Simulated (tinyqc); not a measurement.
Substrate current against gate voltage: lateral field, substrate current, probability of reaching the oxide barrier and hot-carrier lifetime of a silicon transistor (pseudo-two-dimensional and lucky-electron models). Computed by tinyqc, a small Python program. Command: `OMP_NUM_THREADS=1 python tinyqc.py 3020092 3020093 out.jsonl hotcar walk`. One thread of a shared host (Intel(R) Xeon(R) Processor @ 2.30GHz), about 0.01 s of CPU time with the checks.

Local-field models: a lucky carrier gains its energy at the peak field over a path free of collisions. Voltages are magnitudes.

Inputs (values chosen for the exercise, modelled on a silicon n-channel):
```
quantity                             value                      unit
channel length L                       890                        nm
oxide thickness t                       22                        nm
junction depth x_j                     170                        nm
mobility mu                            370                cm^2/(V s)
saturation velocity v_s               0.82                  1e7 cm/s
threshold voltage V_T                  0.8                         V
drain voltage V_D                      5.5                         V
ionisation prefactor A_i           1.9e+06                      1/cm
ionisation field B_i                  1.76                     MV/cm
hot-carrier mean free path lambda      7.5                        nm
oxide barrier phi_b                    3.1                        eV
interface-trap threshold phi_it        3.8                        eV
lifetime constant H                    800  s microampere/micrometre
```

Drain: abrupt.

Constants: eps_0 = 8.8541878128e-12 F/m.

Method:
- C_ox = 3.9 eps_0/t; F_sat = 2 v_s/mu; V_Dsat = V_ov F_sat L/(V_ov + F_sat L), V_ov = V_G - V_T; I_D/W = C_ox v_s (V_ov - V_Dsat).
- Scale length l = 0.22 t^(1/3) x_j^(1/2) (all in cm); F_m = sqrt(((V_D - V_Dsat)/l_e)^2 + F_sat^2), with l_e = l; length of the velocity-saturated region l_e ln((V_D - V_Dsat)/(l_e F_sat) + F_m/F_sat).
- Substrate current I_sub/I_D = (A_i/B_i)(V_D - V_Dsat) exp(-B_i/F_m); probability of reaching the oxide barrier exp(-phi_b/(e lambda F_m)); lifetime tau = (H/(I_D/W)) exp(phi_it/(e lambda F_m)).

At the given drain voltage:
```
V_G (V)  V_Dsat (V)  I_D/W (microampere/micrometre)  F_m (kV/cm)  I_sub/W (microampere/micrometre)     tau (s)
1.1          0.2788                            2.73       444.78                            0.2941  2.5958e+07
1.3          0.4438                            7.24       430.87                            0.6649  1.4135e+07
1.7          0.7328                           21.52       406.51                            1.4589  9.6216e+06
2.3          1.0868                           53.19       376.70                            2.3698  1.0438e+07
2.9          1.3705                           93.90       352.83                            2.8540  1.4686e+07
3.7          1.6713                          158.14       327.55                            3.0320  2.6422e+07
4.5          1.9093                          230.48       307.58                            2.9239  4.9490e+07
5.3          2.1021                          308.63       291.41                            2.6973  9.2169e+07
6.1          2.2616                          391.07       278.06                            2.4374  1.6763e+08
```

What follows from these numbers?

I_sub peaks at V_G = 3.7 V, 0.67 V_D: a higher gate voltage brings more carriers but raises V_Dsat and so lowers F_m. The shortest lifetime among the rows lies at V_G = 1.7 V, below that of the largest I_sub, since tau depends more steeply on the field.

Extremes, crossings and ranges named in words are read from the listed rows.
